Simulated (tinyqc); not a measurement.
Inside a calculation. Model: all-pass ring resonator.

Program tinyqc, `OMP_NUM_THREADS=1 python tinyqc.py 2650011 2650012 out.jsonl`; Intel Xeon 2.30GHz, shared host, one thread, about 0.01 s. Printed values are rounded.

A ring of length L = 2 pi Rr coupled to one bus waveguide: round-trip amplitude a = 10^(-al L/20), self-coupling t = sqrt(1 - k2). At detuning d from the resonance the round-trip phase is p = 2 pi d/FSR and the transmission T = (a^2 - 2 a t cos p + t^2)/(1 - 2 a t cos p + a^2 t^2). Lossless coupler, linear absorption only.

Values chosen for this exercise; values close to those of silicon waveguides:
- lam = 1550 nm (cold resonance wavelength)
- Rr = 7.5 um (ring radius)
- ng = 4.36 (group index)
- al = 3.5 dB/cm (propagation loss)
- k2 = 0.007 (power coupling)
- dT = 0.00018 1/K (thermo-optic change of the effective index)
- Rt = 2 K/mW (thermal resistance)
- fa = 0.47 (share of the loss that heats the ring)
- Pin = 0.055 mW (input power)
- dl = 20 pm (laser detuning from the cold resonance)

Constants: c = 299792458 m/s. Results are converted to the units shown.

## Resonance parameters

FSR = lam^2/(ng L), finesse F = pi sqrt(a t)/(1 - a t), FWHM = FSR/F, Q = lam/FWHM, Tmin = (a - t)^2/(1 - a t)^2, power build-up k2 a^2/(1 - a t)^2, optical bandwidth c/(lam Q).

a = 0.998103
t = 0.996494
FSR = 11.6933 nm
F = 580.574
FWHM = 20.1409 pm
Q = 76958.0
Tmin = -10.5108 dB
build-up = 239.450
bandwidth = 2.51325 GHz

The ring is overcoupled; critical coupling needs k2 = 1 - a^2 = 0.00379.

## Iteration 1: thermal shift of the resonance

s at the start = 0 pm

T is the transmission at d = dl - s, p = 2 pi d/FSR; out = (lam dT/ng) Rt fa (1 - T) Pin; s(new) = out.

d = 20 pm
T = 0.815725
out = 0.609643 pm
s after iteration 1 = 0.609643 pm

## Iteration 2: thermal shift of the resonance

As before.

d = 19.3904 pm
T = 0.806455
out = 0.640309 pm
s after iteration 2 = 0.640309 pm

## Course of the iteration: thermal shift of the resonance

Stop when s changes by less than 1e-7 pm, or after 200 iterations.

Course of the iteration:
```
iteration    s (pm)  |change| (pm)
1          0.609643          0.610
2          0.640309         0.0307
3          0.641907        1.60e-3
4          0.641990        8.34e-5
5          0.641995        4.35e-6
6          0.641995        2.27e-7
7          0.641995        1.19e-8
```

Converged in 7 iterations. At the end each change is about 0.052 times the one before: linear convergence. The equation has 1 root(s).
